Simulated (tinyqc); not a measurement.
What each setting does: recursion (Haydock) method for the local density of states: bulk site of a cubic lattice.

One orbital a site at energy 0, hopping -t to the 6 nearest neighbours of a cubic lattice; the start u0 is a site in the bulk, with energy V. Recursion: a_n = <u_n|H|u_n>, b_(n+1) u_(n+1) = (H - a_n) u_n - b_n u_(n-1), b > 0. G(z) = 1/(z - a0 - b1^2/(z - a1 - b2^2/(...))), z = E + i eta. After n levels the tail is b_n^2 T with the square-root terminator T = (z - sqrt(z - 2b) sqrt(z + 2b))/(2 b^2), b = 3t so that the band edges lie at -/+ 6t.

Parameters, chosen for this exercise:
```
symbol  value  unit  meaning
t       1.19   eV    hopping
V       0      eV    shift of the starting site
n       4            levels kept
E       -2.38  eV    energy
eta     0.059  eV    broadening
```

G at z = E + i eta with n levels and terminator.

One parameter was then changed.

Results before and after:
```
case     Re G (1/eV)  density (1/eV)
base         -0.2089          0.1027
changed      -0.2270          0.0824
```

Which of these changes was made? (a) eta = 0.118 eV; (b) E = -2.14 eV; (c) V = 0.5 eV; (d) t = 1.309 eV; (e) n = 5.

Answer: (c) V = 0.5 eV. Of the candidates, run in turn, only this one gives the changed row.

All candidates:
```
case            Re G (1/eV)  density (1/eV)
base                -0.2089          0.1027
t = 1.309 eV        -0.1728          0.0986
V = 0.5 eV          -0.2270          0.0824
n = 5               -0.2182          0.1040
E = -2.14 eV        -0.1874          0.1089
eta = 0.118 eV      -0.2038          0.1012
```

(tinyqc, `OMP_NUM_THREADS=1 python tinyqc.py 1480960 1480961 out.jsonl`, Intel(R) Xeon(R) Processor @ 2.30GHz, 1 thread, shared host, about 0.2 s.)
